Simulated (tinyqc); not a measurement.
Lateral field, substrate current, probability of reaching the oxide barrier and hot-carrier lifetime of a silicon transistor (pseudo-two-dimensional and lucky-electron models). Changing the length of the depleted extension L_n. Computed by tinyqc, a small Python program. Command: `OMP_NUM_THREADS=1 python tinyqc.py 3013432 3013433 out.jsonl hotcar sweep`. One thread of a shared host (Intel(R) Xeon(R) Processor @ 2.30GHz), about 0.01 s of CPU time with the checks.

Local-field models: a lucky carrier gains its energy at the peak field over a path free of collisions. Voltages are magnitudes.

Inputs (values chosen for the exercise, modelled on a silicon p-channel): channel length L = 1400 nm; oxide thickness t = 28 nm; junction depth x_j = 250 nm; mobility mu = 140 cm^2/(V s); saturation velocity v_s = 0.66 1e7 cm/s; threshold voltage V_T = 0.49 V; gate voltage V_G = 6.9 V; drain voltage V_D = 17 V; ionisation prefactor A_i = 7.6e+06 1/cm; ionisation field B_i = 3.72 MV/cm; hot-carrier mean free path lambda = 4.9 nm; oxide barrier phi_b = 4.6 eV; interface-trap threshold phi_it = 4.7 eV; lifetime constant H = 90 s microampere/micrometre.

Drain: lightly doped extension.

Constants: eps_0 = 8.8541878128e-12 F/m.

Method:
- C_ox = 3.9 eps_0/t; F_sat = 2 v_s/mu; V_Dsat = V_ov F_sat L/(V_ov + F_sat L), V_ov = V_G - V_T; I_D/W = C_ox v_s (V_ov - V_Dsat).
- Scale length l = 0.22 t^(1/3) x_j^(1/2) (all in cm); F_m = sqrt(((V_D - V_Dsat)/l_e)^2 + F_sat^2), with l_e = l + L_n; length of the velocity-saturated region l_e ln((V_D - V_Dsat)/(l_e F_sat) + F_m/F_sat).
- Substrate current I_sub/I_D = (A_i/B_i)(V_D - V_Dsat) exp(-B_i/F_m); probability of reaching the oxide barrier exp(-phi_b/(e lambda F_m)); lifetime tau = (H/(I_D/W)) exp(phi_it/(e lambda F_m)).
- V_10 solves tau = 3.156e8 s at the given V_G. The extrapolation fits ln(tau) against 1/V_D at 1, 1.08, 1.16 and 1.25 times the given V_D (rounded to 3 digits) by least squares and reads off the same tau.

One run for each value; columns: (1) length of the depleted extension L_n (nm); (2) peak field F_m (kV/cm); (3) substrate current I_sub/W (microampere/micrometre); (4) lifetime tau (s); (5) ten-year drain voltage V_10 (V):
```
(1)     (2)         (3)         (4)     (5)
17   743.35  2.9650e+01  2.1202e+05  12.318
27   703.19  2.2279e+01  4.4301e+05  12.783
43   647.44  1.4128e+01  1.4338e+06  13.527
68   576.50  6.9670e+00  8.8748e+06  14.690
110  487.81  2.1555e+00  1.8276e+08  16.644
170  401.49  4.1832e-01  1.2527e+10  19.435
270  312.99  3.0452e-02  1.0760e+13  24.086
```

Over the rows, peak field F_m (kV/cm) falls from 743 to 313 (exponent d ln y / d ln x -0.12 between the first rows and -0.54 between the last); substrate current I_sub/W (microampere/micrometre) falls from 29.6 to 0.0305 (exponent d ln y / d ln x -0.62 between the first rows and -5.7 between the last); lifetime tau (s) rises from 212000 to 1.08e13 (exponent d ln y / d ln x 1.6 between the first rows and 15 between the last). The extension spreads the same voltage over a longer distance; its series resistance, left out, is the price. Left out: 420 (the run failed its checks).

Caution (rows 17.0, 27.0): multiplication above 10 % feeds back on the field and the source barrier (snapback), which the model leaves out.

Extremes, crossings and ranges named in words are read from the listed rows.
